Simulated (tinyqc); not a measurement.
Worked calculation (part 2 of 2): ROHF in the sto-6g basis, for BeH, spin multiplicity 2. Computed by tinyqc, a small Python program that keeps every step (integrals from PySCF). Command: `OMP_NUM_THREADS=1 python tinyqc.py 30914 30915 out.jsonl` (the two numbers bound the seeds that draw the settings). One thread of a shared host (Intel(R) Xeon(R) Processor @ 2.60GHz), about 0.1 s of CPU time with the checks.

Geometry (angstrom):
```
atom         x         y         z
Be    0.000000  0.000000  0.000000
H     0.000000  0.000000  2.576000
```

## Iteration 4: building the Fock matrix

D(alpha) after iteration 3, lower triangle:
```
            1Be 1s     1Be 2s   1Be 2px   1Be 2py   1Be 2pz     2H 1s
1Be 1s    1.070104
1Be 2s   -0.275674   1.084307
1Be 2px   0.000000   0.000000  0.000000
1Be 2py   0.000000   0.000000  0.000000  0.000000
1Be 2pz  -0.009699   0.033881  0.000000  0.000000  0.044392
2H 1s     0.029350  -0.130333  0.000000  0.000000  0.192642  0.908660
```

D(beta) after iteration 3, lower triangle:
```
            1Be 1s    1Be 2s   1Be 2px   1Be 2py   1Be 2pz     2H 1s
1Be 1s    1.010788
1Be 2s   -0.056043  0.271062
1Be 2px   0.000000  0.000000  0.000000
1Be 2py   0.000000  0.000000  0.000000  0.000000
1Be 2pz  -0.028170  0.102276  0.000000  0.000000  0.038640
2H 1s    -0.112060  0.393275  0.000000  0.000000  0.148606  0.571536
```

core Hamiltonian H = T + V (hartree), lower triangle:
```
            1Be 1s     1Be 2s    1Be 2px    1Be 2py    1Be 2pz      2H 1s
1Be 1s   -8.151464
1Be 2s   -1.910451  -2.285112
1Be 2px   0.000000   0.000000  -1.834329
1Be 2py   0.000000   0.000000   0.000000  -1.834329
1Be 2pz  -0.005130  -0.052473   0.000000   0.000000  -1.862944
2H 1s    -0.032832  -0.215559   0.000000   0.000000  -0.288382  -1.292709
```

Two-electron integrals (ij|kl) in chemists' order, unique and non-zero (hartree):
```
(11|11) 2.299996   (21|11) 0.361879   (21|21) 0.071926   (22|11) 0.570332
(22|21) 0.139654   (22|22) 0.417773   (31|31) 0.015252   (32|31) 0.022555
(32|32) 0.092340   (33|11) 0.570332   (33|21) 0.139654   (33|22) 0.417773
(33|33) 0.450117   (41|41) 0.015252   (42|41) 0.022555   (42|42) 0.092340
(43|43) 0.024258   (44|11) 0.570332   (44|21) 0.139654   (44|22) 0.417773
(44|33) 0.401601   (44|44) 0.450117   (51|51) 0.015252   (52|51) 0.022555
(52|52) 0.092340   (53|53) 0.024258   (54|54) 0.024258   (55|11) 0.570332
(55|21) 0.139654   (55|22) 0.417773   (55|33) 0.401601   (55|44) 0.401601
(55|55) 0.450117   (61|11) 0.006143   (61|21) 0.001195   (61|22) 0.002346
(61|33) 0.002327   (61|44) 0.002327   (61|51) 0.000119   (61|52) 0.000242
(61|55) 0.002384   (61|61) 0.000021   (62|11) 0.035812   (62|21) 0.009034
(62|22) 0.032492   (62|33) 0.031178   (62|44) 0.031178   (62|51) 0.001101
(62|52) 0.008446   (62|55) 0.035120   (62|61) 0.000169   (62|62) 0.005705
(63|31) 0.000522   (63|32) 0.002976   (63|53) 0.001133   (63|63) 0.000295
(64|41) 0.000522   (64|42) 0.002976   (64|54) 0.001133   (64|64) 0.000295
(65|11) 0.047035   (65|21) 0.011937   (65|22) 0.044157   (65|33) 0.041923
(65|44) 0.041923   (65|51) 0.001730   (65|52) 0.013098   (65|55) 0.048626
(65|61) 0.000228   (65|62) 0.008551   (65|65) 0.012924   (66|11) 0.205416
(66|21) 0.052330   (66|22) 0.204604   (66|33) 0.195542   (66|44) 0.195542
(66|51) 0.005125   (66|52) 0.051576   (66|55) 0.222728   (66|61) 0.000968
(66|62) 0.053916   (66|65) 0.083742   (66|66) 0.774999
```

nuclear repulsion = 0.82170374 hartree

J_ij = sum D_kl (ij|kl) with D = D(alpha) + D(beta), K_ij = sum D_kl (ik|jl) for each spin; F = H + J - K(s); E = tr D H + tr D J / 2 - 0.5 sum_s tr D(s) K(s) + E_nn.

Coulomb J (hartree), lower triangle:
```
           1Be 1s    1Be 2s   1Be 2px   1Be 2py   1Be 2pz     2H 1s
1Be 1s   5.720297
1Be 2s   0.996351  2.044762
1Be 2px  0.000000  0.000000  2.027795
1Be 2py  0.000000  0.000000  0.000000  2.027795
1Be 2pz  0.014312  0.113121  0.000000  0.000000  2.078701
2H 1s    0.017099  0.206314  0.000000  0.000000  0.294512  1.934691
```

exchange K(alpha) (hartree), lower triangle:
```
           1Be 1s    1Be 2s   1Be 2px   1Be 2py   1Be 2pz     2H 1s
1Be 1s   2.340493
1Be 2s   0.362638  0.457563
1Be 2px  0.000000  0.000000  0.105046
1Be 2py  0.000000  0.000000  0.000000  0.105046
1Be 2pz  0.000613  0.026296  0.000000  0.000000  0.151157
2H 1s    0.007327  0.070324  0.000000  0.000000  0.126477  0.729741
```

exchange K(beta) (hartree), lower triangle:
```
           1Be 1s    1Be 2s   1Be 2px   1Be 2py   1Be 2pz     2H 1s
1Be 1s   2.303943
1Be 2s   0.369140  0.203162
1Be 2px  0.000000  0.000000  0.041584
1Be 2py  0.000000  0.000000  0.000000  0.041584
1Be 2pz  0.000341  0.078882  0.000000  0.000000  0.087064
2H 1s    0.005631  0.131497  0.000000  0.000000  0.114956  0.513804
```

F(alpha) (hartree), lower triangle:
```
            1Be 1s     1Be 2s   1Be 2px   1Be 2py    1Be 2pz      2H 1s
1Be 1s   -4.771660
1Be 2s   -1.276738  -0.697913
1Be 2px   0.000000   0.000000  0.088420
1Be 2py   0.000000   0.000000  0.000000  0.088420
1Be 2pz   0.008570   0.034352  0.000000  0.000000   0.064601
2H 1s    -0.023060  -0.079568  0.000000  0.000000  -0.120347  -0.087760
```

F(beta) (hartree), lower triangle:
```
            1Be 1s     1Be 2s   1Be 2px   1Be 2py    1Be 2pz     2H 1s
1Be 1s   -4.735110
1Be 2s   -1.283240  -0.443512
1Be 2px   0.000000   0.000000  0.151882
1Be 2py   0.000000   0.000000  0.000000  0.151882
1Be 2pz   0.008841  -0.018235  0.000000  0.000000   0.128694
2H 1s    -0.021364  -0.140742  0.000000  0.000000  -0.108826  0.128177
```

total energy of this density = -14.81146616 hartree

## Iteration 4: Roothaan effective Fock matrix

overlap S, lower triangle:
```
           1Be 1s    1Be 2s   1Be 2px   1Be 2py   1Be 2pz     2H 1s
1Be 1s   1.000000
1Be 2s   0.254764  1.000000
1Be 2px  0.000000  0.000000  1.000000
1Be 2py  0.000000  0.000000  0.000000  1.000000
1Be 2pz  0.000000  0.000000  0.000000  0.000000  1.000000
2H 1s    0.004335  0.113646  0.000000  0.000000  0.161882  1.000000
```

With projectors Pc = D(beta) S, Po = (D(alpha) - D(beta)) S, Pv = 1 - D(alpha) S, the block xy is Px^T F Py; with Fc = (F(alpha) + F(beta))/2, the blocks are Fc for cc, oo, vv and cv, F(beta) for co and F(alpha) for ov.

effective F (hartree), lower triangle:
```
            1Be 1s     1Be 2s   1Be 2px   1Be 2py    1Be 2pz     2H 1s
1Be 1s   -4.753223
1Be 2s   -1.283784  -0.575319
1Be 2px   0.000000   0.000000  0.120151
1Be 2py   0.000000   0.000000  0.000000  0.120151
1Be 2pz   0.009595   0.006402  0.000000  0.000000   0.097597
2H 1s    -0.019736  -0.110375  0.000000  0.000000  -0.112843  0.022347
```

## Iteration 4: diagonalisation and new density

X, lower triangle:
```
            1Be 1s     1Be 2s   1Be 2px   1Be 2py    1Be 2pz     2H 1s
1Be 1s    1.025739
1Be 2s   -0.133791   1.030970
1Be 2px   0.000000   0.000000  1.000000
1Be 2py   0.000000   0.000000  0.000000  1.000000
1Be 2pz  -0.001309   0.007401  0.000000  0.000000   1.010121
2H 1s     0.009424  -0.060336  0.000000  0.000000  -0.083009  1.015281
```

Diagonalise F' = X^T F X, C = X C', fill 3 alpha and 2 beta electrons from the bottom; D(s) = C_occ C_occ^T. Each column has its largest component positive (the first on a tie).

F' = X^T F X (hartree), lower triangle:
```
           1          2         3         4          5         6
1  -4.659123
2  -0.649615  -0.328754
3   0.000000   0.000000  0.120151
4   0.000000   0.000000  0.000000  0.120151
5   0.005273   0.020215  0.000000  0.000000   0.118847
6   0.024695  -0.097583  0.000000  0.000000  -0.128089  0.054865
```

orbital energies (hartree): MO1 -4.754511, MO2 -0.265944, MO3 -0.025718, MO4 0.120151, MO5 0.120151, MO6 0.232009

coefficients C:
```
               MO1        MO2        MO3       MO4        MO5        MO6
1Be 1s    0.995425  -0.262391   0.086297  0.000000   0.000000  -0.054456
1Be 2s    0.017427   0.964578  -0.325233  0.000000   0.000000   0.219097
1Be 2px   0.000000   0.000000   0.000000  0.999466  -0.032689   0.000000
1Be 2py   0.000000   0.000000   0.000000  0.032689   0.999466   0.000000
1Be 2pz  -0.001788   0.040036   0.603936  0.000000   0.000000   0.812986
2H 1s    -0.001506   0.260953   0.673723  0.000000   0.000000  -0.720704
```

D(alpha) after iteration 4, lower triangle:
```
            1Be 1s     1Be 2s   1Be 2px   1Be 2py   1Be 2pz     2H 1s
1Be 1s    1.067166
1Be 2s   -0.263816   1.036491
1Be 2px   0.000000   0.000000  0.000000
1Be 2py   0.000000   0.000000  0.000000  0.000000
1Be 2pz   0.039834  -0.157833  0.000000  0.000000  0.366345
2H 1s    -0.011830   0.032567  0.000000  0.000000  0.417336  0.522002
```

D(beta) after iteration 4, lower triangle:
```
            1Be 1s    1Be 2s   1Be 2px   1Be 2py   1Be 2pz     2H 1s
1Be 1s    1.059719
1Be 2s   -0.235749  0.930715
1Be 2px   0.000000  0.000000  0.000000
1Be 2py   0.000000  0.000000  0.000000  0.000000
1Be 2pz  -0.012285  0.038587  0.000000  0.000000  0.001606
2H 1s    -0.069970  0.251683  0.000000  0.000000  0.010450  0.068099
```

Within a degenerate level the vectors are fixed only up to a rotation; this is one choice.

## Convergence

Stop when the energy changes by less than 1e-09 hartree and every element of the error matrix X^T (F D S - S D F) X is below 9e-06.

Course of the cycle:
```
iteration   E (hartree)     change  largest element of the error matrix
1          -14.36188022          -                             4.03e-01
2          -14.52712210  -1.65e-01                             1.09e-01
3          -14.71334530  -1.86e-01                             2.08e-01
4          -14.81146616  -9.81e-02                             1.25e-01
5          -14.86607349  -5.46e-02                             1.62e-01
6          -14.87635283  -1.03e-02                             1.22e-01
7          -14.90965431  -3.33e-02                             1.30e-01
8          -14.93679697  -2.71e-02                             9.39e-02
9          -14.96563444  -2.88e-02                             5.76e-02
10         -14.97190396  -6.27e-03                             1.54e-02
11         -14.97219874  -2.95e-04                             1.36e-02
12         -14.97216305   3.57e-05                             1.54e-02
13         -14.97234234  -1.79e-04                             1.30e-02
14         -14.97228632   5.60e-05                             1.42e-02
...                 ...        ...                                  ...
63         -14.97286333  -2.75e-06                             3.00e-03
64         -14.97286359  -2.60e-07                             3.01e-03
65         -14.97286601  -2.42e-06                             2.85e-03
66         -14.97286629  -2.83e-07                             2.86e-03
67         -14.97286842  -2.13e-06                             2.71e-03
68         -14.97286872  -2.96e-07                             2.71e-03
69         -14.97287059  -1.87e-06                             2.58e-03
70         -14.97287089  -3.02e-07                             2.57e-03
71         -14.97287254  -1.65e-06                             2.45e-03
72         -14.97287285  -3.03e-07                             2.44e-03
73         -14.97287431  -1.46e-06                             2.33e-03
74         -14.97287461  -3.00e-07                             2.32e-03
75         -14.97287590  -1.29e-06                             2.22e-03
76         -14.97287619  -2.93e-07                             2.21e-03
```

PySCF ROHF in the same basis = -14.97289089 hartree

Not converged within the cap of 76 iterations: the residual falls in a zigzag, on average by a factor of about 0.98 a step. Reruns (cap 100 unless said): DIIS 8: not converged; atomic densities as start, DIIS 8: converged in 12; the original settings with a cap of 400: converged in 295.
